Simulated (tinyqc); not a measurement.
Worked calculation: optical gain and spontaneous emission in a bulk direct-gap semiconductor. Values are carried at full precision from step to step, so a last printed digit may differ when a step is redone from the rounded ones.

F_j(eta) = (1/Gamma(j + 1)) integral_0^infinity x^j dx/(1 + exp(x - eta)), which tends to exp(eta) for eta << 0.

Quasi-Fermi levels: n = Nc F_1/2(Fc/kT) and p = Nv F_1/2(Fv/kT), Fc counted up from the conduction edge and Fv down from the valence edge; Nc, Nv from N = 2 (m kB T/(4 pi c))^(3/2) with c = hbar^2/2m0, in 1/angstrom^3; times 1e24 for 1/cm^3, with me and (mhh^(3/2) + mlh^(3/2))^(2/3).

Constants: hbar^2/2m0 = 3.80998211 eV angstrom^2; kB = 8.617333262e-05 eV/K; fine-structure constant alpha = 0.007297352564; hbar = 6.58211957e-16 eV s; hbar c = 1973.269805 eV angstrom.

Values chosen for the exercise (near those of GaAs; shifted at random, so the results belong to these values and not to a real crystal): me = 0.0656 m0 (electron mass); mhh = 0.522 m0 (heavy-hole mass); mlh = 0.0785 m0 (light-hole mass); n = 2.9e+18 1/cm^3 (injected density, n = p); T = 300 K; Eg = 1.395 eV (direct gap); Ep = 26.4 eV (Kane energy); nr = 3.53 (refractive index); E = 1.498 eV (photon energy).

## Quasi-Fermi levels

Solve for Fc and Fv.

kT = 0.025852 eV
Nc = 4.216e+17 1/cm^3
Nv = 1.002e+19 1/cm^3
Fc = 0.1077 eV
Fv = -0.0294 eV
Fc + Fv = 0.0783 eV

The separation of the quasi-Fermi levels exceeds the gap, so photons between Eg and Eg + (Fc + Fv) see gain. The quasi-Fermi level of the electrons lies inside the band, that of the holes in the gap.

## Absorption of the empty crystal

Parabolic bands, vertical transitions, no excitons. For each hole band j: mr = me mj/(me + mj); joint density of states J_j(E) = (mr/c)^(3/2) sqrt(E - Eg)/(2 pi^2), both spins, c = hbar^2/2m0; averaged matrix element |e.p|^2 = m0 Ep/6; alpha_j(E) = 4 pi^2 alpha_f c Ep J_j/(3 nr E) in 1/angstrom (alpha_f the fine-structure constant, listed as alpha among the constants), times 1e8 for 1/cm.

Evaluate at E for heavy and light holes.

mr, J and alpha of each hole band:
```
hole   mr (m0)  J (1/(eV angstrom^3))  alpha (1/cm)
heavy  0.05828              3.076e-05        5618.1
light  0.03574              1.477e-05        2697.8
```

The heavy-hole band gives 68 % of the total, 8316 1/cm.

## Occupations and gain at E

For band j the electron sits at Ee = (E - Eg) mr/me above its edge and the hole at Eh = (E - Eg) mr/mj; fe = 1/(1 + exp((Ee - Fc)/kT)), fh = 1/(1 + exp((Eh - Fv)/kT)); gain g = sum_j alpha_j (fe + fh - 1).

Use mr and alpha from the table.

Energies, occupations and gain of each hole band:
```
hole   Ee (eV)  Eh (eV)     fe     fh  g (1/cm)
heavy   0.0915   0.0115  0.652  0.170      -999
light   0.0561   0.0469  0.880  0.050      -189
```

total gain = -1188 1/cm

E - Eg = 0.1030 eV is above Fc + Fv = 0.0783 eV, so both bands give loss (Bernard-Duraffourg).

## Spontaneous emission

Spontaneous rate: R = integral of (nr E/(hbar c))^2/(pi^2 hbar) sum_j alpha_j fe fh dE, with alpha in 1/cm and (nr E/(hbar c))^2 in 1/cm^2 (1e16 per 1/angstrom^2); B = R/(n p); lifetime n/R.

Integrate over photon energy.

R = 1.31e+27 1/(cm^3 s)
B = 1.56e-10 cm^3/s
radiative lifetime = 2.22 ns

## Checks

- B at n = 1e13 1/cm^3 against the van Roosbroeck-Shockley value from alpha and ni^2 (cm^3/s): both 2.39e-10.

Program tinyqc; command `OMP_NUM_THREADS=1 python tinyqc.py 1651568 1651569 out.jsonl`; about 0.1 s on one thread of a shared Intel(R) Xeon(R) Processor @ 2.30GHz.
